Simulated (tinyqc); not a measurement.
The same layer on three faces: model-solid line-up of a strained alloy layer on a substrate.

All values of the alloy are linear in x but the gap, Eg(x) = (1 - x) Eg_A + x Eg_B - C x (1 - x), and the valence edge, Ev(x) = (1 - x) Ev_A + x Ev_B + fv C x (1 - x); Ec = Ev + Eg. Ev is the top of the unstrained valence band on a scale common to all materials. In the layer only the Gamma valley of the conduction band is followed, also where an X or L valley would lie lower.

Coherent growth: e_par = (a_s - a)/a. (001): e_perp = -2 (C12/C11) e_par; exx = eyy = e_par, ezz = e_perp, no shear. (111): e_perp = -(2 C11 + 4 C12 - 4 C44)/(C11 + 2 C12 + 4 C44) e_par; exx = eyy = ezz = (2 e_par + e_perp)/3 and exy = eyz = ezx = (e_perp - e_par)/3. (110): e_perp = -(C11 + 3 C12 - 2 C44)/(C11 + C12 + 2 C44) e_par; exx = eyy = (e_par + e_perp)/2, ezz = e_par, exy = (e_perp - e_par)/2, eyz = ezx = 0.

Strained edges: Ec + ac tr(e); the valence edges are Ev plus the levels of the 6 x 6 matrix of X, Y, Z times spin with -Dso/3 + l exx + m (eyy + ezz) on the diagonal (cyclic), n exy off it, l = av + 2 b, m = av - b, n = sqrt(3) d. Spin-orbit term (Dso/3) L.sigma on X, Y, Z with (L_k)_ij = -i epsilon_kij: <X+|H|Y+> = -i Dso/3, <X+|H|Z-> = Dso/3, <Y+|H|Z-> = -i Dso/3, <Z+|H|X-> = -Dso/3, <Z+|H|Y-> = i Dso/3, <X-|H|Y-> = i Dso/3, and their conjugates; + and - are the spin along z.

Parameters, chosen for this exercise (A near InP, B near GaP, substrate near Ge; not measured data): a = (5.865, 5.458) angstrom (lattice constant of A, B); Eg = (1.438, 2.888) eV (gap at Gamma to the s-like level of A, B); Dso = (0.109, 0.08) eV (spin-orbit splitting of A, B); Ev = (-0.93, -1.27) eV (top of the unstrained valence band of A, B); ac = (-5.95, -8.11) eV (conduction deformation potential of A, B); av = (0.6, 1.72) eV (valence hydrostatic potential of A, B); b = (-2.02, -1.61) eV (tetragonal shear potential of A, B); d = (-5.05, -4.58) eV (trigonal shear potential of A, B); C11 = (100.6, 138.7) GPa (of A, B); C12 = (56.5, 61.2) GPa (of A, B); C44 = (45.8, 70.8) GPa (of A, B); C = 0.624 eV (bowing of the gap); fv = 0 (share of the bowing taken by the valence edge); a_s = 5.666 angstrom (substrate); x = 0.55 (fraction of B).

Composition and substrate are kept.

Results:
```
face   e_perp (%)  tr(e) (%)  shift of Ec (meV)  shift of Ev (meV)  valence splitting (meV)  gap (eV)
(001)      -0.428      0.453              -32.3               25.4                     35.5    2.0233
(111)      -0.222      0.659              -47.0               32.1                     42.4    2.0020
(110)      -0.264      0.617              -44.0               30.8                     40.9    2.0062
```

The layer yields most along the normal on (001) and least on (111), so the volume change, and with it the shift of Ec, is largest on (111). The valence splitting, set by b on (001), by d on (111) and by both on (110), is largest on (111). The gaps span 21 meV, from (111) to (001).

Run: tinyqc, `OMP_NUM_THREADS=1 python tinyqc.py 1080508 1080509 out.jsonl`; Intel(R) Xeon(R) Processor @ 2.30GHz, one thread, shared host; about 0.01 s of CPU time with all checks.
